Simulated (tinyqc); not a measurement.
Inside a calculation (part 1 of 2). Method: RKS/LDA (PW92) in the sto-6g basis, for H6, spin multiplicity 1. Computed by tinyqc, a small Python program that keeps every step (integrals from PySCF). Settings: charge = 0, multiplicity = 1, basis = sto-6g, energy threshold = 1e-10, iteration cap = 79, orthogonalisation = symmetric, start = core, DIIS depth = 6, method = RKS, functional = lda,pw, grid = [30, 50]. Command: `OMP_NUM_THREADS=1 python tinyqc.py 28048 28049 out.jsonl` (the two numbers bound the seeds that draw the settings). One thread of a shared host (Intel(R) Xeon(R) Processor @ 2.60GHz), about 0.9 s of CPU time with the checks. Later iterations appear only in the table of the cycle.

## One-electron integrals

Geometry (angstrom):
```
atom         x         y         z
H     0.000000  0.000000  0.000000
H     0.000000  0.000000  1.401000
H     0.000000  0.000000  3.169000
H     0.000000  0.000000  4.571000
H     0.000000  0.000000  6.338000
H     0.000000  0.000000  7.740000
```

Basis sto-6g: exponents (1/bohr^2) and contraction coefficients of normalised primitives:
```
element  l (shell)   exponent  coefficient
H            s (1)  35.523221     0.009164
H            s (1)   6.513144     0.049361
H            s (1)   1.822143     0.168538
H            s (1)   0.625955     0.370563
H            s (1)   0.243077     0.416492
H            s (1)   0.100112     0.130334
```

Overlap, kinetic and nuclear-attraction integrals over the contracted functions; the nuclear repulsion is the sum of Za Zb / Rab.

nuclear repulsion = 2.97334288 hartree

overlap S, lower triangle:
```
          1H 1s     2H 1s     3H 1s     4H 1s     5H 1s     6H 1s
1H 1s  1.000000
2H 1s  0.295476  1.000000
3H 1s  0.015954  0.172490  1.000000
4H 1s  0.001001  0.015925  0.295064  1.000000
5H 1s  0.000017  0.000453  0.015954  0.172754  1.000000
6H 1s  0.000000  0.000017  0.001001  0.015954  0.295064  1.000000
```

kinetic energy T (hartree), lower triangle:
```
           1H 1s      2H 1s      3H 1s      4H 1s     5H 1s     6H 1s
1H 1s   0.768522
2H 1s   0.019896   0.768522
3H 1s  -0.004515  -0.007019   0.768522
4H 1s  -0.000473  -0.004509   0.019770   0.768522
5H 1s  -0.000012  -0.000239  -0.004515  -0.006985  0.768522
6H 1s   0.000000  -0.000012  -0.000473  -0.004515  0.019770  0.768522
```

nuclear attraction V (hartree), lower triangle:
```
           1H 1s      2H 1s      3H 1s      4H 1s      5H 1s      6H 1s
1H 1s  -2.049612
2H 1s  -0.553608  -2.271516
3H 1s  -0.027642  -0.324458  -2.363398
4H 1s  -0.001684  -0.028835  -0.607589  -2.363513
5H 1s  -0.000027  -0.000765  -0.028892  -0.325023  -2.271491
6H 1s  -0.000001  -0.000027  -0.001684  -0.027642  -0.552697  -2.049340
```

core Hamiltonian H = T + V (hartree), lower triangle:
```
           1H 1s      2H 1s      3H 1s      4H 1s      5H 1s      6H 1s
1H 1s  -1.281090
2H 1s  -0.533712  -1.502994
3H 1s  -0.032157  -0.331477  -1.594876
4H 1s  -0.002156  -0.033344  -0.587820  -1.594991
5H 1s  -0.000039  -0.001004  -0.033407  -0.332008  -1.502969
6H 1s  -0.000001  -0.000039  -0.002156  -0.032157  -0.532928  -1.280818
```

## Two-electron integrals

Functions are numbered as in S; the eight-fold symmetry (ij|kl) = (ji|kl) = (kl|ij) leaves the list below.

Two-electron integrals (ij|kl) in chemists' order, unique and non-zero (hartree):
```
(11|11) 0.774999   (21|11) 0.162961   (21|21) 0.050665   (22|11) 0.367349
(22|21) 0.162961   (22|22) 0.774999   (31|11) 0.005614   (31|21) 0.001993
(31|22) 0.007861   (31|31) 0.000105   (32|11) 0.041022   (32|21) 0.017327
(32|22) 0.085512   (32|31) 0.001181   (32|32) 0.015881   (33|11) 0.166978
(33|21) 0.064291   (33|22) 0.296938   (33|31) 0.005614   (33|32) 0.085512
(33|33) 0.774999   (41|11) 0.000261   (41|21) 0.000097   (41|22) 0.000406
(41|31) 0.000006   (41|32) 0.000071   (41|33) 0.000406   (41|41) 3.53e-07
(42|11) 0.002992   (42|21) 0.001194   (42|22) 0.005602   (42|31) 0.000086
(42|32) 0.001178   (42|33) 0.007846   (42|41) 0.000006   (42|42) 0.000104
(43|11) 0.040615   (43|21) 0.014851   (43|22) 0.064189   (43|31) 0.001195
(43|32) 0.017299   (43|33) 0.162686   (43|41) 0.000097   (43|42) 0.001987
(43|43) 0.050512   (44|11) 0.115768   (44|21) 0.040666   (44|22) 0.166926
(44|31) 0.002997   (44|32) 0.041003   (44|33) 0.367121   (44|41) 0.000261
(44|42) 0.005602   (44|43) 0.162686   (44|44) 0.774999   (51|11) 2.95e-06
(51|21) 1.13e-06   (51|22) 4.99e-06   (51|31) 7.96e-08   (51|32) 1.07e-06
(51|33) 0.000007   (51|41) 5.46e-09   (51|42) 9.83e-08   (51|43) 1.92e-06
(51|44) 0.000006   (52|11) 0.000065   (52|21) 0.000024   (52|22) 0.000108
(52|31) 1.82e-06   (52|32) 0.000025   (52|33) 0.000186   (52|41) 1.33e-07
(52|42) 2.52e-06   (52|43) 0.000055   (52|44) 0.000186   (52|52) 7.08e-08
(53|11) 0.001816   (53|21) 0.000640   (53|22) 0.002638   (53|31) 0.000047
(53|32) 0.000649   (53|33) 0.005614   (53|41) 3.82e-06   (53|42) 0.000077
(53|43) 0.001991   (53|44) 0.007861   (53|51) 7.96e-08   (53|52) 2.53e-06
(53|53) 0.000105   (54|11) 0.016849   (54|21) 0.005748   (54|22) 0.022771
(54|31) 0.000395   (54|32) 0.005140   (54|33) 0.041074   (54|41) 0.000032
(54|42) 0.000648   (54|43) 0.017330   (54|44) 0.085667   (54|51) 7.05e-07
(54|52) 0.000025   (54|53) 0.001182   (54|54) 0.015934   (55|11) 0.083493
(55|21) 0.027822   (55|22) 0.107186   (55|31) 0.001816   (55|32) 0.022740
(55|33) 0.166978   (55|41) 0.000137   (55|42) 0.002634   (55|43) 0.064216
(55|44) 0.297098   (55|51) 2.95e-06   (55|52) 0.000108   (55|53) 0.005614
(55|54) 0.085667   (55|55) 0.774999   (61|11) 5.61e-08   (61|21) 2.05e-08
(61|22) 8.80e-08   (61|32) 2.10e-08   (61|33) 1.65e-07   (61|43) 5.02e-08
(61|44) 1.65e-07   (61|54) 2.11e-08   (61|55) 8.80e-08   (62|11) 1.99e-06
(62|21) 7.06e-07   (62|22) 2.95e-06   (62|31) 5.17e-08   (62|32) 7.02e-07
(62|33) 0.000006   (62|42) 7.93e-08   (62|43) 1.91e-06   (62|44) 0.000007
(62|53) 9.82e-08   (62|54) 1.07e-06   (62|55) 4.98e-06   (63|11) 0.000100
(63|21) 0.000034   (63|22) 0.000137   (63|31) 2.40e-06   (63|32) 0.000032
(63|33) 0.000261   (63|41) 1.91e-07   (63|42) 3.81e-06   (63|43) 0.000097
(63|44) 0.000406   (63|52) 1.33e-07   (63|53) 0.000006   (63|54) 0.000071
(63|55) 0.000406   (63|62) 5.44e-09   (63|63) 3.53e-07   (64|11) 0.001390
(64|21) 0.000467   (64|22) 0.001816   (64|31) 0.000031   (64|32) 0.000394
(64|33) 0.002997   (64|41) 2.40e-06   (64|42) 0.000047   (64|43) 0.001195
(64|44) 0.005614   (64|51) 5.18e-08   (64|52) 1.82e-06   (64|53) 0.000086
(64|54) 0.001182   (64|55) 0.007861   (64|62) 7.94e-08   (64|63) 0.000006
(64|64) 0.000105   (65|11) 0.022227   (65|21) 0.007315   (65|22) 0.027781
(65|31) 0.000466   (65|32) 0.005731   (65|33) 0.040615   (65|41) 0.000034
(65|42) 0.000637   (65|43) 0.014833   (65|44) 0.064216   (65|51) 7.07e-07
(65|52) 0.000024   (65|53) 0.001195   (65|54) 0.017330   (65|55) 0.162686
(65|61) 2.05e-08   (65|62) 1.12e-06   (65|63) 0.000097   (65|64) 0.001991
(65|65) 0.050512   (66|11) 0.068369   (66|21) 0.022256   (66|22) 0.083480
(66|31) 0.001390   (66|32) 0.016822   (66|33) 0.115768   (66|41) 0.000100
(66|42) 0.001813   (66|43) 0.040615   (66|44) 0.166978   (66|51) 1.99e-06
(66|52) 0.000065   (66|53) 0.002997   (66|54) 0.041074   (66|55) 0.367121
(66|61) 5.61e-08   (66|62) 2.95e-06   (66|63) 0.000261   (66|64) 0.005614
(66|65) 0.162686   (66|66) 0.774999
```

## Orthogonalisation

S = U s U^T; symmetric (Loewdin) form X = U s^(-1/2) U^T, so that X^T S X = 1.

eigenvalues of S: 0.593447  0.679624  0.791407  1.165054  1.319629  1.450838

X, lower triangle:
```
           1H 1s      2H 1s      3H 1s      4H 1s      5H 1s     6H 1s
1H 1s   1.035355
2H 1s  -0.158458   1.047817
3H 1s   0.012853  -0.094683   1.048088
4H 1s  -0.002048   0.013028  -0.160306   1.048127
5H 1s   0.000200  -0.001165   0.013044  -0.094823   1.047750
6H 1s  -0.000035   0.000200  -0.002048   0.012855  -0.158217  1.035251
```

## Starting guess

The start is the orbitals of the core Hamiltonian; D = 2 C_occ C_occ^T.

D at the start, lower triangle:
```
           1H 1s      2H 1s      3H 1s     4H 1s     5H 1s     6H 1s
1H 1s   0.148888
2H 1s   0.439976   1.340714
3H 1s   0.025904   0.268051   1.008104
4H 1s  -0.177364  -0.454217   0.558116  1.007469
5H 1s   0.111901   0.175707  -0.455857  0.269412  1.340595
6H 1s   0.056350   0.111575  -0.177625  0.026307  0.438912  0.148184
```

## Iteration 1: exchange-correlation on the grid

Becke grid with 30 radial and 50 angular points per atom, points of zero weight dropped. rho = sum D_ij phi_i phi_j; V_xc,ij = sum w v_xc phi_i phi_j; v_xc is d(rho eps)/d rho.

The 16 grid points with the largest w rho, of 8926 (bohr, atomic units):
```
x                  y          z         w       rho     eps_xc       v_xc
0.000000    0.761462   1.886044  0.063637  0.068707  -0.353038  -0.461000
0.761462    0.000000   1.886044  0.063637  0.068707  -0.353038  -0.461000
-0.761462   0.000000   1.886044  0.063637  0.068707  -0.353038  -0.461000
0.000000   -0.761462   1.886044  0.063637  0.068707  -0.353038  -0.461000
0.761462    0.000000  12.738546  0.063652  0.068649  -0.352946  -0.460880
0.000000    0.761462  12.738546  0.063652  0.068649  -0.352946  -0.460880
0.000000   -0.761462  12.738546  0.063652  0.068649  -0.352946  -0.460880
-0.761462   0.000000  12.738546  0.063652  0.068649  -0.352946  -0.460880
0.000000   -0.916242   1.731264  0.096201  0.043113  -0.306244  -0.399480
-0.916242   0.000000   1.731264  0.096201  0.043113  -0.306244  -0.399480
0.000000    0.916242   1.731264  0.096201  0.043113  -0.306244  -0.399480
0.916242    0.000000   1.731264  0.096201  0.043113  -0.306244  -0.399480
0.000000    0.916242  12.893326  0.096253  0.043064  -0.306137  -0.399340
-0.916242   0.000000  12.893326  0.096253  0.043064  -0.306137  -0.399340
0.916242    0.000000  12.893326  0.096253  0.043064  -0.306137  -0.399340
0.000000   -0.916242  12.893326  0.096253  0.043064  -0.306137  -0.399340
```

electrons on the grid, sum of w rho = 5.999974

E_xc = sum of w rho eps_xc = -1.97085731 hartree

V_xc (hartree), lower triangle:
```
           1H 1s      2H 1s      3H 1s      4H 1s      5H 1s      6H 1s
1H 1s  -0.283749
2H 1s  -0.099477  -0.464436
3H 1s  -0.004851  -0.059955  -0.440494
4H 1s  -0.000286  -0.005091  -0.113611  -0.440466
5H 1s  -0.000004  -0.000126  -0.005102  -0.060066  -0.464395
6H 1s   0.000000  -0.000004  -0.000286  -0.004850  -0.099259  -0.283358
```

## Iteration 1: building the Kohn-Sham matrix

J_ij = sum D_kl (ij|kl); F = H + J + V_xc; E = tr D H + tr D J / 2 + E_xc + E_nn.

Coulomb J (hartree), lower triangle:
```
          1H 1s     2H 1s     3H 1s     4H 1s     5H 1s     6H 1s
1H 1s  1.250125
2H 1s  0.467515  2.007729
3H 1s  0.026921  0.330511  2.144948
4H 1s  0.001723  0.029958  0.609658  2.144867
5H 1s  0.000029  0.000811  0.030014  0.331028  2.007312
6H 1s  0.000001  0.000029  0.001723  0.026913  0.466566  1.248800
```

Kohn-Sham matrix F (hartree), lower triangle:
```
           1H 1s      2H 1s      3H 1s      4H 1s      5H 1s      6H 1s
1H 1s  -0.314714
2H 1s  -0.165675   0.040299
3H 1s  -0.010087  -0.060921   0.109578
4H 1s  -0.000719  -0.008478  -0.091773   0.109410
5H 1s  -0.000015  -0.000319  -0.008495  -0.061046   0.039948
6H 1s   0.000000  -0.000015  -0.000719  -0.010094  -0.165621  -0.315376
```

total energy of this density = -2.57360361 hartree

## Iteration 1: diagonalisation and new density

Diagonalise F' = X^T F X, C = X C', fill 3 alpha and 3 beta electrons from the bottom; D = 2 C_occ C_occ^T. Each column has its largest component positive (the first on a tie).

F' = X^T F X (hartree), lower triangle:
```
           1          2          3          4          5          6
1  -0.281988
2  -0.139822   0.104144
3   0.014040  -0.086175   0.166333
4  -0.002705   0.014569  -0.141906   0.166203
5   0.000305  -0.001637   0.014584  -0.086285   0.103698
6  -0.000057   0.000305  -0.002704   0.014040  -0.139628  -0.282747
```

orbital energies (hartree): MO1 -0.328290, MO2 -0.327673, MO3 -0.008213, MO4 0.101523, MO5 0.180447, MO6 0.357848

coefficients C:
```
            MO1        MO2        MO3        MO4        MO5        MO6
1H 1s  0.045794   0.932511  -0.152771   0.303425  -0.299901   0.142194
2H 1s  0.008773   0.174643   0.251137  -0.628318   0.697881  -0.395851
3H 1s  0.002581   0.012001   0.545852  -0.308622  -0.313089   0.801320
4H 1s  0.012151   0.001400   0.546896   0.304810  -0.315767  -0.801084
5H 1s  0.174318  -0.008459   0.253203   0.631537   0.694485   0.395295
6H 1s  0.932711  -0.046329  -0.153543  -0.304200  -0.297752  -0.141710
```

D after iteration 1, lower triangle:
```
           1H 1s      2H 1s      3H 1s      4H 1s     5H 1s     6H 1s
1H 1s   1.790025
2H 1s   0.249783   0.187294
3H 1s  -0.144163   0.278405   0.596211
4H 1s  -0.163376   0.275394   0.597146   0.598491
5H 1s  -0.077175   0.127282   0.277120   0.281165  0.189141
6H 1s   0.045936  -0.076937  -0.163921  -0.145408  0.248206  1.791343
```

## Iteration 2: exchange-correlation on the grid

As before.

The 16 grid points with the largest w rho, of 8926 (bohr, atomic units):
```
x                  y          z         w       rho     eps_xc       v_xc
0.000000    0.761462  13.865018  0.063406  0.082358  -0.373174  -0.487499
-0.761462   0.000000  13.865018  0.063406  0.082358  -0.373174  -0.487499
0.761462    0.000000  13.865018  0.063406  0.082358  -0.373174  -0.487499
0.000000   -0.761462  13.865018  0.063406  0.082358  -0.373174  -0.487499
0.761462    0.761462  14.626480  0.067229  0.077658  -0.366518  -0.478738
0.761462   -0.761462  14.626480  0.067229  0.077658  -0.366518  -0.478738
-0.761462   0.761462  14.626480  0.067229  0.077658  -0.366518  -0.478738
-0.761462  -0.761462  14.626480  0.067229  0.077658  -0.366518  -0.478738
0.000000   -0.761462   0.761462  0.063392  0.082353  -0.373167  -0.487491
0.761462    0.000000   0.761462  0.063392  0.082353  -0.373167  -0.487491
-0.761462   0.000000   0.761462  0.063392  0.082353  -0.373167  -0.487491
0.000000    0.761462   0.761462  0.063392  0.082353  -0.373167  -0.487491
-0.761462  -0.761462   0.000000  0.067229  0.077622  -0.366465  -0.478669
0.761462    0.761462   0.000000  0.067229  0.077622  -0.366465  -0.478669
0.761462   -0.761462   0.000000  0.067229  0.077622  -0.366465  -0.478669
-0.761462   0.761462   0.000000  0.067229  0.077622  -0.366465  -0.478669
```

electrons on the grid, sum of w rho = 5.999971

E_xc = sum of w rho eps_xc = -2.00290905 hartree

V_xc (hartree), lower triangle:
```
           1H 1s      2H 1s      3H 1s      4H 1s      5H 1s      6H 1s
1H 1s  -0.492283
2H 1s  -0.103740  -0.302805
3H 1s  -0.004218  -0.045802  -0.386180
4H 1s  -0.000241  -0.004228  -0.101587  -0.386569
5H 1s  -0.000004  -0.000107  -0.004240  -0.045960  -0.303271
6H 1s   0.000000  -0.000004  -0.000241  -0.004223  -0.103610  -0.492351
```

## Iteration 2: building the Kohn-Sham matrix

As before.

Coulomb J (hartree), lower triangle:
```
          1H 1s     2H 1s     3H 1s     4H 1s     5H 1s     6H 1s
1H 1s  1.936970
2H 1s  0.489849  1.483354
3H 1s  0.023061  0.243824  1.597309
4H 1s  0.001386  0.022547  0.459928  1.598777
5H 1s  0.000022  0.000616  0.022603  0.244486  1.484903
6H 1s  0.000001  0.000022  0.001387  0.023082  0.489477  1.938072
```

Kohn-Sham matrix F (hartree), lower triangle:
```
           1H 1s      2H 1s      3H 1s      4H 1s      5H 1s     6H 1s
1H 1s   0.163597
2H 1s  -0.147603  -0.322445
3H 1s  -0.013315  -0.133455  -0.383746
4H 1s  -0.001011  -0.015025  -0.229479  -0.382783
5H 1s  -0.000021  -0.000495  -0.015044  -0.133482  -0.321336
6H 1s  -0.000001  -0.000021  -0.001010  -0.013298  -0.147062  0.164903
```

total energy of this density = -2.34599186 hartree

## Iteration 2: DIIS over 2 matrices

error matrix X^T (FDS - SDF) X:
```
           1          2          3          4          5          6
1   0.000000   0.468612  -0.090956  -0.132871  -0.053255  -0.000046
2  -0.468612   0.000000   0.039770   0.039128  -0.000214   0.053293
3   0.090956  -0.039770   0.000000  -0.000950  -0.040278   0.133724
4   0.132871  -0.039128   0.000950   0.000000  -0.040240   0.091990
5   0.053255   0.000214   0.040278   0.040240   0.000000  -0.467418
6   0.000046  -0.053293  -0.133724  -0.091990   0.467418   0.000000
```

B (overlaps of the stored error matrices):
```
                1               2
1   8.2622168e-01  -8.0763419e-01
2  -8.0763419e-01   1.0047599e+00
```

Minimise |sum c_i e_i|^2 with sum c_i = 1: solve [B -1; -1 0][c; lambda] = [0; -1] with B_ij = tr e_i^T e_j, and take F = sum c_i F_i.

DIIS coefficients: 0.525903  0.474097

extrapolated F (hartree), lower triangle:
```
           1H 1s      2H 1s      3H 1s      4H 1s      5H 1s      6H 1s
1H 1s  -0.087949
2H 1s  -0.157107  -0.131677
3H 1s  -0.011618  -0.095309  -0.124305
4H 1s  -0.000857  -0.011582  -0.157059  -0.123937
5H 1s  -0.000018  -0.000402  -0.011600  -0.095388  -0.131336
6H 1s  -0.000001  -0.000018  -0.000857  -0.011613  -0.156822  -0.087677
```

## Iteration 2: diagonalisation and new density

As before.

F' = X^T F X (hartree), lower triangle:
```
           1          2          3          4          5          6
1  -0.045971
2  -0.139509  -0.077105
3   0.014704  -0.084816  -0.069449
4  -0.002898   0.014576  -0.137726  -0.069019
5   0.000332  -0.001664   0.014590  -0.084934  -0.076833
6  -0.000066   0.000332  -0.002897   0.014705  -0.139313  -0.045820
```

orbital energies (hartree): MO1 -0.254503, MO2 -0.215780, MO3 -0.165480, MO4 0.003935, MO5 0.088428, MO6 0.159203

coefficients C:
```
            MO1        MO2        MO3        MO4        MO5        MO6
1H 1s  0.188670  -0.359292  -0.391316   0.513879   0.600432  -0.393490
2H 1s  0.339409  -0.480680  -0.317763  -0.261055  -0.590346   0.517960
3H 1s  0.443638  -0.141798   0.419137  -0.545775   0.163280  -0.645263
4H 1s  0.442129   0.147050   0.416965   0.546340   0.162747   0.646268
5H 1s  0.336207   0.481225  -0.320389   0.261297  -0.588846  -0.519325
6H 1s  0.186353   0.358549  -0.392968  -0.515054   0.598761   0.394263
```

D after iteration 2, lower triangle:
```
           1H 1s      2H 1s      3H 1s      4H 1s     5H 1s     6H 1s
1H 1s   0.635631
2H 1s   0.722173   0.894450
3H 1s  -0.058735   0.171096   0.785193
4H 1s  -0.265165  -0.106235   0.700118   0.781923
5H 1s   0.031811  -0.030791  -0.106739   0.171641  0.894524
6H 1s   0.120221   0.031547  -0.265751  -0.057474  0.722197  0.635418
```

## Iteration 11 (converged): orbitals

converged F (hartree), lower triangle:
```
           1H 1s      2H 1s      3H 1s      4H 1s      5H 1s      6H 1s
1H 1s  -0.127595
2H 1s  -0.159430  -0.134698
3H 1s  -0.011694  -0.096322  -0.136432
4H 1s  -0.000862  -0.011690  -0.160178  -0.136450
5H 1s  -0.000018  -0.000405  -0.011712  -0.096467  -0.134675
6H 1s  -0.000001  -0.000018  -0.000862  -0.011694  -0.159214  -0.127554
```

As before.

F' = X^T F X (hartree), lower triangle:
```
           1          2          3          4          5          6
1  -0.087785
2  -0.135089  -0.080553
3   0.014294  -0.084452  -0.081875
4  -0.002831   0.014546  -0.137122  -0.081851
5   0.000326  -0.001664   0.014562  -0.084573  -0.080602
6  -0.000063   0.000326  -0.002831   0.014295  -0.134890  -0.087857
```

orbital energies (hartree): MO1 -0.265761, MO2 -0.230956, MO3 -0.185217, MO4 -0.021874, MO5 0.061867, MO6 0.141417

coefficients C:
```
            MO1        MO2        MO3        MO4        MO5        MO6
1H 1s  0.217325   0.403363   0.422893  -0.509143  -0.568021  -0.355801
2H 1s  0.327690   0.446661   0.270461   0.316126   0.618930   0.518767
3H 1s  0.436126   0.131286  -0.420078   0.521185  -0.175022  -0.668818
4H 1s  0.436211  -0.132732  -0.419473  -0.520458  -0.177327   0.668895
5H 1s  0.327524  -0.446133   0.271693  -0.317617   0.618386  -0.518237
6H 1s  0.216914  -0.402333   0.424245   0.510798  -0.566703   0.354926
```

D after iteration 11, lower triangle:
```
           1H 1s      2H 1s      3H 1s      4H 1s     5H 1s     6H 1s
1H 1s   0.777541
2H 1s   0.731516   0.760071
3H 1s  -0.059821   0.175880   0.767815
4H 1s  -0.272263  -0.059590   0.698057   0.767712
5H 1s   0.012245  -0.036923  -0.059724   0.176236  0.760248
6H 1s   0.128530   0.012232  -0.272870  -0.059873  0.731607  0.777815
```
